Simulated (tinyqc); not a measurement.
Placement within one cell: pair of shallow donors (hydrogen-like orbitals).

Each donor has the orbital exp(-r/a); energy unit Ha* = q/(eps a), q = e^2/(4 pi eps0), so that a lone donor is bound by Ha*/2; x = R/a. One electron: S = (1 + x + x^2/3) exp(-x), j = 1/x - (1 + 1/x) exp(-2x), k = (1 + x) exp(-x); levels E(+/-) = -1/2 - (j +/- k)/(1 +/- S) in Ha*, without the repulsion of the ions, split by D = |E(-) - E(+)|. In six valleys the overlaps S and k are multiplied by v = [cos(K Rx) + cos(K Ry) + cos(K Rz)]/3, K = k0 (2 pi/a_lat), for isotropic envelopes and the symmetric valley state.

Two electrons, Heitler-London: with S' = (1 - x + x^2/3) exp(x), C = 1/x - exp(-2x)(1/x + 11/8 + 3x/4 + x^2/6), X = (1/5){exp(-2x)(25/8 - 23x/4 - 3x^2 - x^3/3) + (6/x)[S^2 (0.5772157 + ln x) + S'^2 Ei(-4x) - 2 S S' Ei(-2x)]}, Q = C - 2j + 1/x and A = X - 2 S k + S^2/x, the singlet and triplet lie at (Q +/- w A)/(1 +/- w S^2) from two lone donors, with the valley weight w = v^2; the exchange is J = triplet - singlet.

Constants: e^2/(4 pi eps0) = 14.39964547 eV angstrom.

Parameters, chosen for this exercise (near those of two donors in Si; the results hold for these values, not for the real material): a = 18.4 angstrom (orbital radius); eps = 11.6 (dielectric constant); a_lat = 5.431 angstrom (lattice constant); k0 = 0.842 2 pi/a_lat (valley position); sites = ((11, 0, 0), (11.25, 0.25, 0.25), (11.5, 0.5, 0), (11, 0.5, 0.5), (10.75, 0.25, -0.25), (11.75, 0.25, -0.25), (11, 1, 0), (11.25, 0.75, -0.25), (12, 0.5, 0.5)) a_lat (positions of the second donor).

D and J for each site, and for v = 1.

Results:
```
site                  R (angstrom)       v  D (meV)  J (micro-eV)  J for v = 1
(11, 0, 0)                    59.7   0.642     6.55      1.58e+03     3.87e+03
(11.25, 0.25, 0.25)           61.1  -0.165     1.55          94.0     3.50e+03
(11.5, 0.5, 0)                62.5  -0.096    0.860          28.9     3.16e+03
(11, 0.5, 0.5)                59.9  -0.611     6.19      1.42e+03     3.83e+03
(10.75, 0.25, -0.25)          58.4   0.480     5.04           970     4.25e+03
(11.75, 0.25, -0.25)          63.8   0.425     3.68           515     2.86e+03
(11, 1, 0)                    60.0   0.490     4.88           906     3.80e+03
(11.25, 0.75, -0.25)          61.2  -0.472     4.50           768     3.46e+03
(12, 0.5, 0.5)                65.3  -0.322     2.63           265     2.57e+03
```

Over these sites the envelope alone changes J by a factor 1.66, and the valley factor v^2 by 44.7; J runs from 28.9 at (11.5, 0.5, 0) to 1.58e+03 micro-eV at (11, 0, 0). Moves of less than one lattice constant change the phases of the valleys along each axis that moves, so the placement must be exact to the site.

Program tinyqc; command `OMP_NUM_THREADS=1 python tinyqc.py 1280999 1281000 out.jsonl`; about 0.01 s on one thread of a shared Intel(R) Xeon(R) Processor @ 2.30GHz.
